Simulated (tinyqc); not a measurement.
Thin (001) film in sp3s* tight binding with raised dangling bonds: one step. Levels of the small film. The numbers come from values chosen for the exercise (near a published set for GaAs, fitted to gaps, whose masses and valley positions are rough).

s, pz, s* block (eV):
```
          sa1       za1      *a1       sc2       zc2       *c2       sa3       za3       *a3       sc4       zc4
sa1  -5.87945  -2.50000        0  -3.21850   2.23950         0         0         0         0         0         0
za1  -2.50000   3.54255        0  -2.90550   0.97850  -2.38500         0         0         0         0         0
*a1         0         0  8.57555         0   2.43200         0         0         0         0         0         0
sc2  -3.21850  -2.90550        0  -2.64345         0         0  -3.21850   2.90550         0         0         0
zc2   2.23950   0.97850  2.43200         0   3.67355         0  -2.23950   0.97850  -2.43200         0         0
*c2         0  -2.38500        0         0         0   6.69555         0   2.38500         0         0         0
sa3         0         0        0  -3.21850  -2.23950         0  -8.37945         0         0  -3.21850   2.23950
za3         0         0        0   2.90550   0.97850   2.38500         0   1.04255         0  -2.90550   0.97850
*a3         0         0        0         0  -2.43200         0         0         0   8.57555         0   2.43200
sc4         0         0        0         0         0         0  -3.21850  -2.90550         0  -2.64345         0
zc4         0         0        0         0         0         0   2.23950   0.97850   2.43200         0   3.67355
*c4         0         0        0         0         0         0         0  -2.38500         0         0         0
sa5         0         0        0         0         0         0         0         0         0  -3.21850  -2.23950
za5         0         0        0         0         0         0         0         0         0   2.90550   0.97850
*a5         0         0        0         0         0         0         0         0         0         0  -2.43200

          *c4       sa5      za5       *a5
sa1         0         0        0         0
za1         0         0        0         0
*a1         0         0        0         0
sc2         0         0        0         0
zc2         0         0        0         0
*c2         0         0        0         0
sa3         0         0        0         0
za3  -2.38500         0        0         0
*a3         0         0        0         0
sc4         0  -3.21850  2.90550         0
zc4         0  -2.23950  0.97850  -2.43200
*c4   6.69555         0  2.38500         0
sa5         0  -5.87945  2.50000         0
za5   2.38500   2.50000  3.54255         0
*a5         0         0        0   8.57555
```

u, v block (eV):
```
         ua1       va1       uc2       vc2       ua3       va3       uc4       vc4       ua5      va5
ua1  1.04255         0   3.49700         0         0         0         0         0         0        0
va1        0   6.04255         0  -1.54000         0         0         0         0         0        0
uc2  3.49700         0   3.67355         0  -1.54000         0         0         0         0        0
vc2        0  -1.54000         0   3.67355         0   3.49700         0         0         0        0
ua3        0         0  -1.54000         0   1.04255         0   3.49700         0         0        0
va3        0         0         0   3.49700         0   1.04255         0  -1.54000         0        0
uc4        0         0         0         0   3.49700         0   3.67355         0  -1.54000        0
vc4        0         0         0         0         0  -1.54000         0   3.67355         0  3.49700
ua5        0         0         0         0         0         0  -1.54000         0   6.04255        0
va5        0         0         0         0         0         0         0   3.49700         0  1.04255
```

Question. Diagonalise both blocks.

Give: levels of the s, pz, s* block; levels of the u, v block.

Answer.

levels of the s, pz, s* block (eV): -11.935  -9.791  -8.418  -4.087  0.426  2.406  2.424  2.880  3.604  4.180  8.253  8.576  9.618  9.800  11.231

levels of the u, v block (eV): -2.230  -2.230  -0.806  -0.806  4.645  4.645  6.317  6.317  7.548  7.548

1 level lies between 0 and the bulk edge 1.536 eV: 0.426 eV.

Program tinyqc; command `OMP_NUM_THREADS=1 python tinyqc.py 1480692 1480693 out.jsonl`; about 0.3 s on one thread of a shared Intel(R) Xeon(R) Processor @ 2.30GHz.
